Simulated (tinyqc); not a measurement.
Capillary instabilities by surface diffusion: grooving and agglomeration of films, edge retraction, wire break-up and smoothing of roughness. Changing the temperature T. Computed by tinyqc, a small Python program. Command: `OMP_NUM_THREADS=1 python tinyqc.py 3009564 3009565 out.jsonl dewet sweep`. One thread of a shared host (Intel(R) Xeon(R) Processor @ 2.30GHz), about 0.01 s of CPU time with the checks.

Isotropic surface energy; shapes change by surface diffusion alone.

Inputs (values chosen for the exercise, of the order of those of a cobalt film): surface energy gamma_s = 2.17 J/m^2; grain-boundary energy gamma_b = 0.9 J/m^2; interface energy gamma_i = 1 J/m^2; contact angle on the substrate theta = 130 degrees; atomic volume Omega = 11.1 angstrom^3; surface sites nu = 15 1/nm^2; prefactor D0 = 1.6e-06 m^2/s; activation energy Q = 1.65 eV; time t = 8700 s; film thickness h = 9.7 nm; grain radius R = 64 nm; wire radius r = 3.9 nm; initial ripple over radius = 0.05.

Grooves: at the surface and the interface.

Constants: k_B = 8.617333262e-05 eV/K; k_B = 1.380649e-23 J/K.

Method:
- B = D_s nu gamma_s Omega^2/(k_B T), D_s = D0 exp(-Q/(k_B T)).
- Groove angle beta: sin(beta) = gamma_b/(2 gamma). For circular grains of radius R with spherical caps the groove ends (measured from the mean surface) at the depth R g(beta), g = (2 - 3 cos beta + cos^3 beta)/(3 sin^3 beta). The film parts if R [g(beta_s) + g(beta_i)] > h.
- Mullins' isolated groove: depth below the flat surface d = 0.780 m (B t)^(1/4), m = tan(beta_s), width between the ridges 4.6 (B t)^(1/4); time to reach h: (h/(0.780 m))^4/B.
- A rim shaped as a circular segment with contact angle theta holds the area h x; its radius r obeys r^2 (theta - sin theta cos theta) = h x. To advance, the edge must carry a strip of the rim height H = r (1 - cos theta) over the rim, driven by the curvature 1/r over the distance r theta (the scaling argument of Brandon and Bradshaw): H dx/dt = B/(theta r^2) gives x^(5/2) = (5/2) B t c^(3/2)/(theta (1 - cos theta) h^(3/2)), c = theta - sin theta cos theta.
- A wire with r + A cos(k z) has dA/dt = (B/r^4) (kr)^2 [1 - (kr)^2] A: unstable for wavelengths above 2 pi r, fastest at kr = 1/sqrt 2 with the rate B/(4 r^4); break-up time about (4 r^4/B) ln(r/A0); each wavelength makes a sphere of radius (3 r^2 lambda_m/4)^(1/3).

One run for each value:
```
temperature T (K)  retraction x (nm)  groove depth (nm)  break-up time (s)  B (nm^4/s)
761                             33.3              2.618         3.8390e+02  7.2211e+00
814                             62.4              3.877         7.9796e+01  3.4741e+01
868                            109.3              5.500         1.9694e+01  1.4076e+02
921                            177.3              7.444         5.8717e+00  4.7212e+02
975                            274.7              9.786         1.9654e+00  1.4105e+03
1030                           408.7             12.546         7.2754e-01  3.8104e+03
1080                           565.8             15.375         3.2261e-01  8.5931e+03
1140                           804.3             19.154         1.3394e-01  2.0697e+04
1190                          1048.4             22.605         6.9034e-02  4.0157e+04
```

What does the table show, and why?

Over the rows, retraction x (nm) rises from 33.3 to 1050 (exponent d ln y / d ln x 9.3 between the first rows and 6.2 between the last); groove depth (nm) rises from 2.62 to 22.6 (exponent d ln y / d ln x 5.8 between the first rows and 3.9 between the last); break-up time (s) falls from 384 to 0.0690 (exponent d ln y / d ln x -23 between the first rows and -15 between the last). Times carry the energy Q, but lengths at fixed time only Q/4 (grooves) and 2Q/5 (edges): 0.412 and 0.660 eV.

Caution (all rows): faceting can stabilise wires along low-index directions. Caution (rows 868, 921, 975, 1030, 1080, 1140, 1190): the grooves of neighbouring boundaries overlap, so the depth levels off at its final value. Caution (rows 975, 1030, 1080, 1140, 1190): this depth exceeds the film thickness, so the isolated-groove formula no longer applies.
